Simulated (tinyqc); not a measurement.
Geometry relaxation of a small cluster: one step, computed by the program tinyqc.

E = sum_i {sum_j A exp(-p (r_ij/r0 - 1)) - xi sqrt(rho_i)}, rho_i = sum_j exp(-2 q (r_ij/r0 - 1)); the force on i is -sum_j w_ij (R_i - R_j)/r_ij with w_ij = -(2p/r0) A exp(-p (r_ij/r0 - 1)) + (xi q/r0) exp(-2 q (r_ij/r0 - 1)) (rho_i^(-1/2) + rho_j^(-1/2)).

Question. The first two steps. FIRE with unit mass: if F.v > 0, v = (1 - a) v + a |v| F/|F|, and after more than 5 such steps in a row dt = min(1.1 dt, 5 dt0), a = 0.99 a; else v = 0, a = 0.1, and dt = dt/2 (not at the first step). Then v = v + dt F, R(new) = R + dt v. dt0 = sqrt(eta), a = 0.1 at first. No atom moves more than 0.3 angstrom a step (the whole step is scaled). Stop when the largest force component is below 1e-5 eV/angstrom.

Inputs (values chosen for the exercise, for model atoms):
```
quantity         value           unit
length r0          2.6       angstrom
repulsion A       0.18             eV
hopping xi        2.08             eV
decay p           10.8              -
decay q           3.23              -
step factor eta  0.022  angstrom^2/eV
```

Potential: Gupta. Method: FIRE.

starting positions (angstrom):
```
           x      y      z
atom 1  0.09  -0.19   0.03
atom 2  2.55  -0.16  -0.13
atom 3  1.36   2.38   0.01
atom 4  1.16    0.5   1.82
```

Give: positions after step 1; energy after step 1; positions after step 2; energy after step 2.

Answer.

positions after step 1 (angstrom):
```
             x        y        z
atom 1  0.1062  -0.1799   0.0001
atom 2  2.5028  -0.1288  -0.1097
atom 3  1.3593   2.3110   0.0306
atom 4  1.1917   0.5277   1.8090
```

energy after step 1 = -12.685 eV

positions after step 2 (angstrom):
```
             x        y        z
atom 1  0.1325  -0.1572  -0.0525
atom 2  2.4239  -0.0689  -0.0776
atom 3  1.3583   2.1762   0.0685
atom 4  1.2453   0.5799   1.7916
```

energy after step 2 = -13.263 eV
